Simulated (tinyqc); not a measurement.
## Space-charge-limited current with shallow traps: effect of the thickness

One carrier type, drift only, an injecting contact at x = 0 (zero field) and thickness L. The share th = y/(1 + y), y = (Nc/Nt) exp(-Et/kB T), of the injected charge is free: J = q mu n F, eps0 eps_r dF/dx = q (n - n0)/th.

Ohmic J = q n0 mu V/L; Mott-Gurney J = (9/8) th eps0 eps_r mu V^2/L^3; they cross at Vx = 8 q n0 L^2/(9 th eps0 eps_r); traps fill at V_TFL = q Nt L^2/(2 eps0 eps_r). Exact: with u = n0/n(L), w = -u - ln(1 - u) and v = -u - u^2/2 - ln(1 - u), V = (q n0 L^2/(th eps0 eps_r)) v/w^2 and J = q^2 n0^2 mu L/(th eps0 eps_r w).

Inputs (values chosen for the exercise):
```
symbol,value,unit,meaning
T,350,K,temperature
eps_r,14.5,,relative permittivity
mu,0.24,cm^2/(V s),mobility
Nc,9.7e20,cm^-3,band density of states
Nt,1.5e18,cm^-3,trap density
Et,0.45,eV,trap depth
n0,1.1e12,cm^-3,free carrier density in equilibrium
V,3.8,V,voltage
```

Constants: q = 1.602176634e-19 C, kB = 1.380649e-23 J/K, Vt = kB T/q, eps0 = 8.8541878128e-14 F/cm where lengths are in cm. Results are converted to the units shown.

Effect of the thickness:

| L (nm) | J (A/cm^2) | ohmic (A/cm^2) | Mott-Gurney (A/cm^2) | d ln J/d ln V |
|---|---|---|---|---|
| 79 | 2.190 | 0.02035 | 2.175 | 1.993 |
| 120 | 0.6306 | 0.01339 | 0.6205 | 1.984 |
| 180 | 0.1906 | 0.008929 | 0.1839 | 1.965 |
| 280 | 0.05320 | 0.005740 | 0.04885 | 1.917 |
| 420 | 0.01741 | 0.003827 | 0.01447 | 1.828 |
| 640 | 0.006065 | 0.002511 | 0.004091 | 1.661 |
| 980 | 0.002490 | 0.001640 | 0.001139 | 1.420 |
| 1500 | 0.001261 | 0.001072 | 3.177e-4 | 1.190 |

What does the comparison show?

J falls from 2.19 to 0.00126 A/cm^2, as L^(-2.98) between the first two rows and L^(-1.60) between the last two (space charge -3, ohmic -1). The thickness law marks a bulk-limited current; an electrode-limited one depends on V/L alone. For L = 79 V exceeds half of V_TFL, which goes as L^2, so trap filling, left out here, would raise the current.

Range of the model: Diffusion and a field-dependent mobility are left out. With injecting contacts the diffusion current, about 4 pi^2 Vt th eps0 eps_r mu V/L^3, equals the Mott-Gurney current at V = 35 kB T/q (0.9 V at 300 K), so the drift-only result needs V well above that.

tinyqc, about 0.01 s, one thread, Intel Xeon 2.30GHz (shared host): `OMP_NUM_THREADS=1 python tinyqc.py 2370009 2370010 out.jsonl`
